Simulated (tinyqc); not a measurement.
Power iteration on a symmetric matrix, step by step. Computed by tinyqc, a small Python program that keeps every step. Settings: method = power, shift = 1.52. Command: `OMP_NUM_THREADS=1 python tinyqc.py 26406 26407 out.jsonl` (the two numbers bound the seeds that draw the settings). One thread of a shared host (Intel(R) Xeon(R) Processor @ 2.60GHz), about 0.01 s of CPU time with the checks.

A:
$$\begin{pmatrix}
0.74000 & -0.35100 & 0.32100 & 0.19400 & 0.38200 & -0.02500 \\
-0.35100 & 0.74100 & 0.48700 & -0.43200 & -0.53600 & 0.27800 \\
0.32100 & 0.48700 & 0.94600 & -0.30000 & -1.03800 & 0.59600 \\
0.19400 & -0.43200 & -0.30000 & 1.07900 & -0.38900 & 0.40900 \\
0.38200 & -0.53600 & -1.03800 & -0.38900 & 1.08300 & 0.31200 \\
-0.02500 & 0.27800 & 0.59600 & 0.40900 & 0.31200 & 1.21400
\end{pmatrix}$$

Stop when the residual |A v - lambda v| is below 1e-9.

Steps:
```
step      lambda  residual
1     -0.3054015  6.72e-01
2     -0.5456815  4.16e-01
3     -0.6487683  2.59e-01
4     -0.6927269  1.62e-01
5     -0.7108220  1.02e-01
6     -0.7181635  6.42e-02
7     -0.7211274  4.06e-02
8     -0.7223223  2.57e-02
9     -0.7228037  1.63e-02
10    -0.7229978  1.04e-02
11    -0.7230760  6.58e-03
12    -0.7231075  4.17e-03
13    -0.7231202  2.65e-03
14    -0.7231253  1.68e-03
15    -0.7231273  1.07e-03
16    -0.7231282  6.78e-04
17    -0.7231285  4.30e-04
18    -0.7231286  2.73e-04
19    -0.7231287  1.73e-04
20    -0.7231287  1.10e-04
21    -0.7231287  6.99e-05
22    -0.7231287  4.44e-05
23    -0.7231287  2.82e-05
24    -0.7231287  1.79e-05
25    -0.7231287  1.14e-05
26    -0.7231287  7.21e-06
27    -0.7231287  4.58e-06
28    -0.7231287  2.91e-06
29    -0.7231287  1.84e-06
30    -0.7231287  1.17e-06
```

Can the last value be used, and what does the course show?

Not by the stop rule, although the second column moves by less than 1e-07 over the last three steps. Not converged in 30 steps: the residual falls only by the ratio of the two largest distances of eigenvalues from the shift, 0.63 a step. all eigenvalues, for comparison: [-0.72313, 0.09597, 0.98231, 1.33636, 1.64208, 2.46941].
